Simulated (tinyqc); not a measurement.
## Scale length and length offset from two DIBL values

Question. DIBL = exp(-Le/(2 l)) + 2 exp(-Le/l) with Le = L - dL. Find l, dL and the drawn length for a DIBL of 100 mV/V.

DIBL at drawn lengths 58 and 83 nm (mV/V): 73.726401  19.383946

Answer. With e = exp(-Le/(2 l)), 2 e^2 + e = DIBL gives e and so Le/l at each length; Le/l is a straight line in L with slope 1/l.

l = 10.00 nm
dL = 3.400 nm
length for 100 mV/V = 52.61 nm

Program tinyqc, `OMP_NUM_THREADS=1 python tinyqc.py 2002118 2002119 out.jsonl`; Intel Xeon 2.30GHz, shared host, one thread, about 0.01 s.
